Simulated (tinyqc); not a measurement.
Two-band massive Dirac model of the K valleys, step by step. Values are carried at full precision from step to step, so a last printed digit may differ when a step is redone from the rounded ones.

Basis (conduction, valence): H = [[D/2, a t (tau kx - i ky)], [a t (tau kx + i ky), -D/2 + lam tau sz]], valley tau = +/-1, spin sz = +/-1. The gap of a spin and valley is G = D - lam tau sz. Berry curvature Omega = curl of i<u|grad u>; for the conduction band Omega_c = -tau 2 a^2 t^2 G/(G^2 + 4 a^2 t^2 k^2)^(3/2), and Omega_v = -Omega_c.

Constants: hbar^2/2m0 = 3.80998211 eV angstrom^2.

Parameters, chosen for this exercise (near those used for monolayer WSe2; shifted at random, so the results belong to these values and not to a real crystal): a = 3.312 angstrom (lattice constant); D = 1.66 eV (gap parameter); t = 1.2 eV (effective hopping); lam = 0.214 eV (half the valence spin splitting); tau = 1 (valley); sz = -1 (spin); k = (0.045, 0.024) 1/angstrom (wave vector from the valley); h = 0.04 1/angstrom (side of the plaquette).

## Band edges of the four flavours

At k = 0: Ec = D/2, Ev = -D/2 + lam tau sz; mass m/m0 = c G/(a t)^2 for both bands, c = hbar^2/2m0; Omega_c(0) = -2 tau a^2 t^2/G^2.

Edges:

| tau | sz | Ec (eV) | Ev (eV) | G (eV) | mass (m0) | Omega_c (angstrom^2) |
|---|---|---|---|---|---|---|
| 1 | 1 | 0.8300 | -0.6160 | 1.4460 | 0.3488 | -15.109 |
| 1 | -1 | 0.8300 | -1.0440 | 1.8740 | 0.4520 | -8.996 |
| -1 | 1 | 0.8300 | -1.0440 | 1.8740 | 0.4520 | 8.996 |
| -1 | -1 | 0.8300 | -0.6160 | 1.4460 | 0.3488 | 15.109 |

The top of the valence band has spin up at tau = +1 and spin down at tau = -1: spin and valley are locked, with 428 meV between the two valence bands (A and B transitions at 1.446 and 1.874 eV, without exciton binding).

## H at one k

Fill in the matrix and diagonalise: E = lam tau sz/2 -/+ sqrt(G^2/4 + a^2 t^2 k^2).

H (eV):
```
                c               v
c          0.8300  0.1788-0.0954i
v  0.1788+0.0954i         -1.0440
```

levels (eV): -1.0657  0.8517

cos(theta) = G/(E+ - E-) = 0.9774

## Curvature, orbital moment and circular dichroism

Omega_c from the formula; orbital moment of both bands m = -tau (a t)^2 G/(c (G^2 + 4 a^2 t^2 k^2)) in Bohr magnetons (charge -e), c = hbar^2/2m0; interband strengths |P+/-|^2 proportional to (1 +/- tau cos(theta))^2 for P+/- = Px +/- i Py, and eta = (|P+|^2 - |P-|^2)/(|P+|^2 + |P-|^2) = 2 tau cos(theta)/(1 + cos^2(theta)).

Omega_c = -8.399 angstrom^2
orbital moment = -2.113 muB
eta = 0.9997

All three change sign with the valley. The selection rule, exact at k = 0, still holds to 100.0 % here.

## The curvature from a plaquette

Corners counter-clockwise around k, from (-h/2, -h/2); upper eigenvector u with its first component real and positive; Omega = -(sum of arg <u_j|u_(j+1)>)/h^2.

Corners:

| j | kx | ky | u_c | u_v | arg <u_j\|u_j+1> (rad) |
|---|---|---|---|---|---|
| 1 | 0.0250 | 0.0040 | 0.99857 | 0.05279+0.00845i | -0.000699 |
| 2 | 0.0650 | 0.0040 | 0.99093 | 0.13409+0.00825i | 0.010970 |
| 3 | 0.0650 | 0.0440 | 0.98712 | 0.13250+0.08969i | 0.007506 |
| 4 | 0.0250 | 0.0440 | 0.99442 | 0.05213+0.09175i | -0.004419 |

Omega_c from the plaquette = -8.348 angstrom^2

The formula at the centre gives -8.399; the plaquette averages over its area.

## Checks

- Curvature formula against a plaquette of side 1e-4: both -8.3993.
- Eta against the matrix elements of dH/dkx +/- i dH/dky: both 0.99974.

tinyqc: `OMP_NUM_THREADS=1 python tinyqc.py 1480932 1480933 out.jsonl`; about 0.01 s, one thread, shared Intel(R) Xeon(R) Processor @ 2.30GHz.
